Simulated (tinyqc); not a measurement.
Schottky barrier on an n-type semiconductor, non-linear Poisson equation by Newton steps: one step of the calculation.

One dimension, metal at x = 0, donor density C(x) = Nd, uniform. Energies are counted from the electron Fermi level of the semiconductor and the conduction-band edge is Ec = -psi, so n = Nc exp(psi/Vt); holes follow the Fermi level of the metal, at -V, so p = Nv exp((V - psi - Eg)/Vt). Ends: psi(0) = V - phiB and psi = Vt ln(Nd/Nc) deep inside. Boltzmann statistics, full ionisation, no current, no image force in the Poisson equation.

Task. Converged densities, field and barrier lowering. n and p as above; E_i = -(psi_(i+1) - psi_i)/h_i; at the metal |E_0| = |E on interval 0| + q rho_0 (h_0/2)/(eps0 eps_r), rho_0 = p_0 - n_0 + C_0; image-force lowering dphi = sqrt(q |E_0|/(4 pi eps0 eps_r)).

Values chosen for this exercise; band and dielectric values close to those of indium phosphide:
- T = 293 K (temperature)
- Eg = 1.36 eV (band gap)
- eps_r = 12.6 (relative permittivity)
- Nc = 5.55e17 cm^-3 (conduction-band density of states at T)
- Nv = 1.08e19 cm^-3 (valence-band density of states at T)
- V = 0 V (bias of the metal against the semiconductor)

Constants: q = 1.602176634e-19 C, kB = 1.380649e-23 J/K, Vt = kB T/q, eps0 = 8.8541878128e-14 F/cm where lengths are in cm. Results are converted to the units shown.

| node | x (nm) | converged psi (V) | donor density C (cm^-3) |
|---|---|---|---|
| 0 | 0 | -0.77000000 | 8.4e16 |
| 1 | 7.2 | -0.67954488 | 8.4e16 |
| 2 | 15.6 | -0.58191785 | 8.4e16 |
| 3 | 25.4 | -0.47877781 | 8.4e16 |
| 4 | 36.8 | -0.37337601 | 8.4e16 |
| 5 | 50.1 | -0.27022197 | 8.4e16 |
| 6 | 65.7 | -0.17641857 | 8.4e16 |
| 7 | 83.8 | -0.10414968 | 8.4e16 |
| 8 | 105 | -0.06438987 | 8.4e16 |
| 9 | 130 | -0.05123673 | 8.4e16 |
| 10 | 158 | -0.04828641 | 8.4e16 |
| 11 | 192 | -0.04775311 | 8.4e16 |
| 12 | 231 | -0.04768174 | 8.4e16 |
| 13 | 276 | -0.04767353 | 8.4e16 |

Give: n; p; field E; |E_0| at the metal; image-force lowering.

Result.

| node | n (cm^-3) | p (cm^-3) |
|---|---|---|
| 0 | 3.161e4 | 7.675e8 |
| 1 | 1.137e6 | 2.134e7 |
| 2 | 5.432e7 | 4.466e5 |
| 3 | 3.229e9 | 7514 |
| 4 | 2.099e11 | 115.6 |
| 5 | 1.248e13 | 1.943 |
| 6 | 5.126e14 | 0.04733 |
| 7 | 8.971e15 | 0.002704 |
| 8 | 4.333e16 | 5.599e-4 |
| 9 | 7.294e16 | 3.326e-4 |
| 10 | 8.199e16 | 2.959e-4 |
| 11 | 8.374e16 | 2.897e-4 |
| 12 | 8.397e16 | 2.889e-4 |
| 13 | 8.400e16 | 2.888e-4 |

| interval | field E (kV/cm) |
|---|---|
| 0 | -125.6 |
| 1 | -116.2 |
| 2 | -105.2 |
| 3 | -92.5 |
| 4 | -77.6 |
| 5 | -60.1 |
| 6 | -39.9 |
| 7 | -18.8 |
| 8 | -5.3 |
| 9 | -1.1 |
| 10 | -0.2 |
| 11 | 0.0 |
| 12 | 0.0 |

|E_0| at the metal = 130.0 kV/cm
image-force lowering = 38.54 mV

tinyqc, about 0.06 s, one thread, Intel Xeon 2.30GHz (shared host): `OMP_NUM_THREADS=1 python tinyqc.py 2020131 2020132 out.jsonl`
